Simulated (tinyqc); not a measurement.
## Double-gate transistor below threshold, two-dimensional Poisson equation on a small mesh: effect of the insulator thickness

Half of a symmetric double-gate structure: row 0 is the mid-plane of the body, where the normal field vanishes. Mobile charge is neglected (subthreshold), the body is fully depleted, and potentials are counted from the intrinsic level; rows run upward to the gate, columns from source to drain.

Mesh: rows i = 0..12 in the semiconductor (step hs = tb/12, row 12 on the interface), then 8 step(s) ho = tox/8 up to the gate row 20; columns j = 0..80 (step hy = L/80). Box integration, divided by eps0: up_i = eps hy/h of the interval above row i, dn_i = that of the interval below (0 for row 0), lat_i = (sum of eps h/2 over the intervals above and below)/hy, s_i = -q Na w_i hy/eps0 with w_i the semiconductor height of the box (hs/2 for row 0 and the interface row, hs between, 0 in the insulator). Each free node obeys (up + dn + 2 lat) psi = up psi(above) + dn psi(below) + lat [psi(left) + psi(right)] + s. Fixed values: gate row Vg - Vfb; column 0 at Vbi and the last column at Vbi + Vd in the semiconductor, each running linearly to Vg - Vfb across the insulator. The system is solved directly. On row 0 the minimum of psi and its place come from a parabola through the three lowest nodes; barrier = Vbi - minimum, swing = Vt ln 10/(d psi/dVg), DIBL = (d psi/dVd)/(d psi/dVg) there. Lambda = pi/k with k the smallest positive root of tan(k tox) tan(k tb) = eox/eps_r.

Inputs (values chosen for the exercise); semiconductor permittivity close to that of silicon: temperature T = 273 K; relative permittivity of the semiconductor eps_r = 11.5; relative permittivity of the insulator eox = 22; half the body thickness tb = 6 nm; channel length L = 25 nm; acceptor density of the depleted body Na = 0 cm^-3; potential of the source Vbi = 0.51 V; gate offset Vfb = -0.04 V; gate voltage Vg = 0.05 V; drain voltage Vd = 0.7 V.

Constants: q = 1.602176634e-19 C, kB = 1.380649e-23 J/K, Vt = kB T/q, eps0 = 8.8541878128e-14 F/cm where lengths are in cm. Results are converted to the units shown.

Result of one run:
```
tox (nm)  L/Lambda  barrier (V)  place y/L  swing (mV/decade)  DIBL (mV/V)
5.4          1.318       0.2080     0.3704              84.09        138.6
```

What becomes of these results when the insulator thickness tox is changed from 5.4 to 1.5 nm, all else the same?

Result of the changed run:
```
tox (nm)  L/Lambda  barrier (V)  place y/L  swing (mV/decade)  DIBL (mV/V)
1.5          1.836       0.3213     0.4135              64.66        52.03
```

The whole series:
```
tox (nm)  L/Lambda  barrier (V)  place y/L  swing (mV/decade)  DIBL (mV/V)
1.5          1.836       0.3213     0.4135              64.66        52.03
2            1.761       0.3085     0.4092              66.36        60.13
2.8          1.646       0.2863     0.4016              69.53        75.02
3.9          1.498       0.2536     0.3895              74.88        99.27
5.4          1.318       0.2080     0.3704              84.09        138.6
7.4          1.118       0.1514     0.3411              100.2        199.9
```

As tox goes from 1.5 to 7.4 nm, the barrier falls from 0.321 to 0.151 V, the swing rises from 64.7 to 100 mV a decade and DIBL rises from 52.0 to 200 mV/V; the ideal swing is 54.2. L/Lambda goes from 1.8 to 1.1.

Program tinyqc, `OMP_NUM_THREADS=1 python tinyqc.py 2480134 2480135 out.jsonl`; Intel Xeon 2.30GHz, shared host, one thread, about 0.1 s.
